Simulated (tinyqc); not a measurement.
Undoped gate-all-around wire MOSFET, analytic charge model: one step of the calculation.

An undoped round wire of radius R under an insulator shell and a surrounding gate; long channel, electrons only, n = ni exp((psi - V)/Vt) with V the quasi-Fermi potential (0 at the source, Vd at the drain), constant mobility, no quantisation. The radial Poisson equation gives n(r) = n(0)/(1 - (1 - b) r^2/R^2)^2 with b = Q0/(Q + Q0). Q is the electron charge per area of the wire surface.

Task. Drain current and line charge. Q solves Vg - V0 - V = Q/Cox + Vt ln(Q/Q0) + Vt ln(1 + Q/Q0). I = mu (2 pi R/L)[2 Vt (Qs - Qd) + (Qs^2 - Qd^2)/(2 Cox) + Vt Q0 ln((Qd + Q0)/(Qs + Q0))], with Qs at V = 0 and Qd at V = Vd. Electrons per length at the source: 2 pi R Qs/q; surface over centre density: (1 + Qs/Q0)^2.

Values chosen for this exercise; material values close to those of silicon: temperature T = 300 K; wire radius R = 6 nm; channel mobility mu = 710 cm^2/(V s); gate length L = 0.5 um; drain voltage Vd = 0.05 V.

Constants: q = 1.602176634e-19 C, kB = 1.380649e-23 J/K, Vt = kB T/q. Results are converted to the units shown.

Qs = 1113.3382 nC/cm^2
Qd = 987.91367 nC/cm^2
Cox = 2.8333913 uF/cm^2
Q0 = 177.01481 nC/cm^2

Give: first term; second term; third term; I; electrons per length; surface over centre density.

Result.

first term = 0.3472 uA
second term = 2.490 uA
third term = -0.02505 uA
I = 2.812 uA
electrons per length = 2.620 1/nm
surface over centre density = 53.14

The square-law term makes up 88.5 % of the current.

Numbers from tinyqc (`OMP_NUM_THREADS=1 python tinyqc.py 2460111 2460112 out.jsonl`; about 0.04 s on one thread of a shared Intel Xeon 2.30GHz).
